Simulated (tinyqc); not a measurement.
Inside a calculation. Model: punch-through p+-n junction, ionisation integral and breakdown.

Program tinyqc, `OMP_NUM_THREADS=1 python tinyqc.py 2120014 2120015 out.jsonl`; Intel Xeon 2.30GHz, shared host, one thread, about 0.1 s. Printed values are rounded.

A p+ layer at x < 0 and an n drift layer from x = 0 to L on an n+ substrate. Depletion approximation, built-in voltage neglected. Local ionisation coefficients alpha_n = an exp(-(bn/E)^mx), alpha_p = ap exp(-(bp/E)^mx). Electrons move towards +x, holes towards x = 0.

Inputs (values chosen for the exercise); material values close to those of gallium nitride: relative permittivity eps_r = 9.68; prefactor of the electron ionisation coefficient an = 2.86e8 1/cm; field constant for electrons bn = 3.22e7 V/cm; prefactor of the hole ionisation coefficient ap = 1.37e8 1/cm; field constant for holes bp = 2.11e7 V/cm; exponent mx = 1; donor density of the drift layer N = 8.2e15 cm^-3; thickness of the drift layer L = 5.5 um; reverse voltage V = 1040 V; share of the depleted width that the grid covers fr = 1.

Constants: q = 1.602176634e-19 C, eps0 = 8.8541878128e-14 F/cm where lengths are in cm. Results are converted to the units shown.

## Field and ionisation coefficients on a grid

W = sqrt(2 eps0 eps_r V/(q N)), peak field E0 = q N W/(eps0 eps_r), falling linearly to 0 at W; if W > L the layer is punched through: W = L, E0 = V/L + q N L/(2 eps0 eps_r), falling linearly to E1 = V/L - q N L/(2 eps0 eps_r). Grid: 13 equal steps from 0 to fr W.

W = 5.5 um

```
point	x (um)	E (kV/cm)	alpha_n (1/cm)	alpha_p (1/cm)
0	0.00000	2312.44	256.425	14927.2
1	0.42308	2247.59	171.581	11472.0
2	0.84615	2182.74	112.102	8679.72
3	1.26923	2117.89	71.3562	6455.84
4	1.69231	2053.04	44.1426	4712.80
5	2.11538	1988.19	26.4654	3370.46
6	2.53846	1923.33	15.3290	2356.57
7	2.96154	1858.48	8.54672	1607.04
8	3.38462	1793.63	4.56812	1065.98
9	3.80769	1728.78	2.32951	685.643
10	4.23077	1663.93	1.12718	426.095
11	4.65385	1599.08	0.514219	254.776
12	5.07692	1534.23	0.219528	145.858
13	5.50000	1469.37	0.0869364	79.4910
```

## Ionisation integrals by the trapezoid rule

G(x) = integral from 0 to x of (alpha_n - alpha_p); I_n = integral of alpha_n exp(-G) (electrons injected at x = 0), I_p = integral of alpha_p exp(G(end) - G) (holes injected at the far edge); M = 1/(1 - I). All integrals by the trapezoid rule on the grid.

```
point	G	alpha_n exp(-G) (1/cm)
0	0.00000	256.425
1	-0.54939	297.213
2	-0.96968	295.622
3	-1.28597	258.180
4	-1.51979	201.787
5	-1.68929	143.326
6	-1.80955	93.625
7	-1.89289	56.738
8	-1.94916	32.081
9	-1.98607	16.975
10	-2.00951	8.408
11	-2.02388	3.891
12	-2.03234	1.675
13	-2.03710	0.667
```

I_n = 0.0650721
I_p = 0.868672
M_n = 1.06960
M_p = 7.61451

A grid of 1500 steps over the whole width gives I_n = 0.06491 and I_p = 0.8765; the coarse I_n is 0.25 % above and the coarse I_p 0.89 % below those values. Holes multiply more: on this coarse grid M - 1 is 95.0 times as large for them.

## Breakdown voltage by secant steps

G(x) = integral from 0 to x of (alpha_n - alpha_p); I_n = integral of alpha_n exp(-G) (electrons injected at x = 0), I_p = integral of alpha_p exp(G(end) - G) (holes injected at the far edge); M = 1/(1 - I). Secant steps on ln I_n(V) = 0 with the integrals on a fine grid (1500 steps), from the points V = 826 and 1050 V; stop when the step is below 1e-7 of V.

Course of the iteration:
```
step	V (V)	I_n	change of V (V)
1	1050	0.0812453	132
2	1181.66	4.93371	-51.2
3	1130.48	0.722241	8.67
4	1139.15	0.964836	1.07
5	1140.22	1.00092	-0.0269
6	1140.19	0.999997	7.41e-5
```

Breakdown at 1140.2 V, with a peak field of 2495 kV/cm and W = 5.500 um. The integral for holes reaches 1 at the same voltage.
